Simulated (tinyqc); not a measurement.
What each parameter does: valley splitting of a silicon quantum well in envelope theory.

The well lies at 0 < z < L; U(z) = V0 [1/(1 + exp(z/w)) + 1/(1 + exp((L - z)/w))] - e F z, 1 mV/nm = 1e-4 eV/angstrom. The envelope psi solves -(c/ml) psi'' + U psi = E psi, c = hbar^2/2m0, by three-point differences on a grid of 0.1 angstrom from -40 to L + 40 angstrom. The two valleys at +/- k0 couple through D = C0 times the integral of exp(-i q z) U(z) psi^2, q = 2 k0 (2 pi/a), and split by Ev = 2|D|.

Random alloy: with Y(z) = Yw + (Yb - Yw) B(z), B the bracket in U, and in-plane density exp(-r^2/ad^2)/(pi ad^2), D gains a random complex part of variance sigma^2 = (C0^2/pi)(a^2 V0/(8 ad (Yb - Yw)))^2 (4/a) times the integral of psi^4 Y (1 - Y). Alone it gives a mean splitting sqrt(pi) sigma; together with the smooth part the rms splitting is 2 sqrt(|D|^2 + sigma^2).

Constants: hbar^2/2m0 = 3.80998211 eV angstrom^2.

Parameters, chosen for this exercise (near those of a strained Si well in SiGe; shifted at random, so the results belong to these values and not to a real crystal):
- L = 96 angstrom (well width)
- V0 = 0.18 eV (conduction offset)
- ml = 0.899 m0 (mass along z)
- w = 1 angstrom (interface width parameter)
- F = 10.9 mV/nm (field pressing towards the upper interface)
- k0 = 0.849 2 pi/a (valley position)
- a = 5.431 angstrom (lattice constant)
- C0 = 0.267 (Bloch overlap factor)
- Yb = 0.26 (Ge share of the barrier)
- Yw = 0.05 (Ge share of the well)
- ad = 130 angstrom (dot radius)

Orbital spacing, psi^2 at z = L, the smooth splitting and sigma; V0 is held fixed when Yw changes.

One parameter was then changed.

Results before and after:

| case | E2 - E1 (meV) | psi^2(L) (1e-3/angstrom) | 2\|D\| (micro-eV) | sigma (micro-eV) |
|---|---|---|---|---|
| base | 29.72 | 5.451 | 8.07 | 111.3 |
| changed | 29.72 | 5.451 | 8.07 | 161.2 |

Which of these changes was made? (a) F = 16.35 mV/nm; (b) L = 102 angstrom; (c) V0 = 0.225 eV; (d) ad = 170 angstrom; (e) w = 0.7 angstrom; (f) C0 = 0.32; (g) k0 = 0.829 2 pi/a; (h) Yw = 0.08.

Answer: (h) Yw = 0.08. Of the candidates, run in turn, only this one gives the changed row.

All candidates:

| case | E2 - E1 (meV) | psi^2(L) (1e-3/angstrom) | 2\|D\| (micro-eV) | sigma (micro-eV) |
|---|---|---|---|---|
| base | 29.72 | 5.451 | 8.07 | 111.3 |
| ad = 170 angstrom | 29.72 | 5.451 | 8.07 | 85.1 |
| Yw = 0.08 | 29.72 | 5.451 | 8.07 | 161.2 |
| L = 102 angstrom | 29.71 | 5.451 | 8.08 | 111.3 |
| V0 = 0.225 eV | 29.81 | 4.220 | 8.08 | 139.2 |
| w = 0.7 angstrom | 29.76 | 5.719 | 35.03 | 111.3 |
| F = 16.35 mV/nm | 38.67 | 8.295 | 12.33 | 119.2 |
| k0 = 0.829 2 pi/a | 29.72 | 5.451 | 9.33 | 111.3 |
| C0 = 0.32 | 29.72 | 5.451 | 9.67 | 133.4 |

Run: tinyqc, `OMP_NUM_THREADS=1 python tinyqc.py 1252364 1252365 out.jsonl`; Intel(R) Xeon(R) Processor @ 2.30GHz, one thread, shared host; about 0.1 s of CPU time with all checks.
